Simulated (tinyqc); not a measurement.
What sets the screening length: static screening by free carriers.

kF = (3 pi^2 n/Mv)^(1/3), EF = c kF^2/m with c = hbar^2/2m0, n in 1/angstrom^3 (1e-24 per 1/cm^3), e2 = e^2/(4 pi eps0). Thomas-Fermi: qTF^2 = 6 pi e2 n/(eps EF). Debye: qD^2 = 4 pi e2 n/(eps kB T).

F_j(eta) = (1/Gamma(j + 1)) integral_0^infinity x^j dx/(1 + exp(x - eta)), which tends to exp(eta) for eta << 0.

At finite T: qs^2 = qD^2 F_-1/2(eta)/F_1/2(eta), where n = Mv N F_1/2(eta) and N = 2 (m kB T/(4 pi c))^(3/2) with c = hbar^2/2m0, in 1/angstrom^3; times 1e24 for 1/cm^3.

Constants: hbar^2/2m0 = 3.80998211 eV angstrom^2; e^2/(4 pi eps0) = 14.39964547 eV angstrom; kB = 8.617333262e-05 eV/K.

Parameters, chosen for this exercise (near those of InP; shifted at random, so the results belong to these values and not to a real crystal): n = 2.1e+18 1/cm^3 (carrier density); m = 0.0788 m0 (mass of one isotropic valley); Mv = 1 (valleys); eps = 12.6 (background dielectric constant); T = 200 K.

All results formed anew. Each row changes one parameter from the base and keeps the others.

Results:
```
case                Debye (angstrom)  Thomas-Fermi (angstrom)  finite T (angstrom)
base                           23.91                    40.96                42.05
n = 4.2e+18 1/cm^3             16.90                    36.49                36.83
m = 0.1024 m0                  23.91                    35.93                37.64
eps = 15.12                    26.19                    44.87                46.07
T = 260 K                      27.26                    40.96                42.91
Mv = 2                         23.91                    32.51                34.85
```

The largest shifts from the base row, up to three for each result and ties (the steps differ in size, so this ranks the rows, not the parameters). Debye (angstrom): n -7.00, T +3.35, eps +2.28; unchanged at the printed digits by m and Mv. Thomas-Fermi (angstrom): Mv -8.45, m -5.03, n -4.47; unchanged at the printed digits by T. finite T (angstrom): Mv -7.20, n -5.22, m -4.41.

Computed by tinyqc, a small Python program: `OMP_NUM_THREADS=1 python tinyqc.py 1652748 1652749 out.jsonl` (the numbers bound the seed that draws the inputs); one thread of a shared host (Intel(R) Xeon(R) Processor @ 2.30GHz), about 0.01 s for the whole set of steps.
